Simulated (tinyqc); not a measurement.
From results back to parameters: pair of shallow donors (hydrogen-like orbitals). Two cases, with inputs chosen for the exercise.

Problem. The splitting D = E(-) - E(+) was computed from a hidden separation.

Each donor has the orbital exp(-r/a); energy unit Ha* = q/(eps a), q = e^2/(4 pi eps0), so that a lone donor is bound by Ha*/2; x = R/a. One electron: S = (1 + x + x^2/3) exp(-x), j = 1/x - (1 + 1/x) exp(-2x), k = (1 + x) exp(-x); levels E(+/-) = -1/2 - (j +/- k)/(1 +/- S) in Ha*, without the repulsion of the ions, split by D = |E(-) - E(+)|.

Constants: e^2/(4 pi eps0) = 14.39964547 eV angstrom.

Find: D/Ha*; x; R.

Method. D/Ha* = 2 (k - j S)/(1 - S^2) falls steadily with x in this range, so bisection finds one value.

Case 1.

Values chosen (out of a larger set: near those of two donors in GaN; not measured data): a = 26.5 angstrom (orbital radius); eps = 9.4 (dielectric constant).

D = 14.7141 meV

Solution.

D/Ha* = 0.2545
x = 2.604
R = 69 angstrom

Case 2.

Values chosen (out of a larger set: near those of two donors in GaN; not measured data): a = 27.1 angstrom (orbital radius); eps = 9.6 (dielectric constant).

D = 10.6855 meV

Solution.

D/Ha* = 0.1931
x = 2.989
R = 81 angstrom

Computed by tinyqc, one run a case: `OMP_NUM_THREADS=1 python tinyqc.py N N+1 out.jsonl` with N = 1280085, 1280281; one thread of a shared Intel(R) Xeon(R) Processor @ 2.30GHz, about 0.01 s a run at most.
